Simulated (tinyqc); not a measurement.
Inside a calculation. Model: front-illuminated p-i-n photodiode, quantum efficiency and bandwidth.

Computed by the program tinyqc: `OMP_NUM_THREADS=1 python tinyqc.py 2250034 2250035 out.jsonl`, one thread of a shared Intel Xeon 2.30GHz, about 0.01 s for the whole run. Printed values are rounded.

Light enters through a p layer (0 to xp), a depleted layer (xp to xp + wi) and a thick n substrate, decaying as exp(-al x); one pass, no back reflection. Carriers made in the depleted layer are all collected; those in the neutral layers diffuse.

Values chosen for this exercise; values close to those of silicon at this wavelength:
- lam = 850 nm (wavelength)
- al = 544 1/cm (absorption coefficient)
- Rf = 0.05 (reflectance of the front face)
- eps_r = 11.9 (relative permittivity)
- xp = 0.11 um (thickness of the front p layer)
- wi = 21 um (thickness of the depleted layer)
- Dn = 6 cm^2/s (electron diffusion coefficient in the p layer)
- Ln = 5 um (electron diffusion length in the p layer)
- S = 3000 cm/s (recombination velocity of the front surface)
- Lp = 2.6 um (hole diffusion length in the thick n substrate)
- ve = 9.61e6 cm/s (electron drift velocity)
- vh = 6.96e6 cm/s (hole drift velocity)
- dia = 16 um (diameter)
- RL = 50 ohm (load resistance)
- Cp = 20 fF (parasitic capacitance)
- f = 1.8 GHz (modulation frequency)

Constants: q = 1.602176634e-19 C, h = 6.62607015e-34 J s, c = 299792458 m/s, eps0 = 8.8541878128e-14 F/cm where lengths are in cm. Results are converted to the units shown.

## Quantum efficiency

k = al Ln, s = S Ln/Dn, e = exp(-al xp); front layer f1 = (k/(k^2 - 1)) {[s + k - e (s cosh(xp/Ln) + sinh(xp/Ln))]/[s sinh(xp/Ln) + cosh(xp/Ln)] - k e}; depleted layer f2 = e (1 - exp(-al wi)); substrate f3 = e exp(-al wi) al Lp/(1 + al Lp); external efficiency (1 - Rf)(f1 + f2 + f3); responsivity = efficiency q lam/(h c).

s = 0.25
f1 = 0.005948842
f2 = 0.6768850
f3 = 0.03929907
external efficiency = 0.6860263
responsivity = 0.4703199 A/W

The front layer absorbs 0.597 % of the light that enters and collects 99.7 % of that. Diffusion from the neutral layers makes up 6.27 % of the current.

## Response at one frequency

Drift response for pairs made in the depleted layer, a = al wi, g = 1 - exp(-a), u = 2 pi i f, te = wi/ve, th = wi/vh: electrons He = [g - a (exp(-a) - exp(-u te))/(u te - a)]/(u te g), holes Hh = [g - a (1 - exp(-a - u th))/(a + u th)]/(u th g); C = eps0 eps_r pi (dia/2)^2/wi + Cp; total |He + Hh|/sqrt(1 + (2 pi f RL C)^2), for the current of the depleted layer alone.

te = 218.5224 ps
th = 301.7241 ps
He = 0.3145464-0.3794208i
Hh = 0.1730817-0.2474008i
|He + Hh| = 0.7941576
C = 21.00880 fF
total response = 0.7941016

The drift response alone falls to 1/sqrt(2) at 2.21 GHz and the RC term alone at 152 GHz; together they give 2.21 GHz.
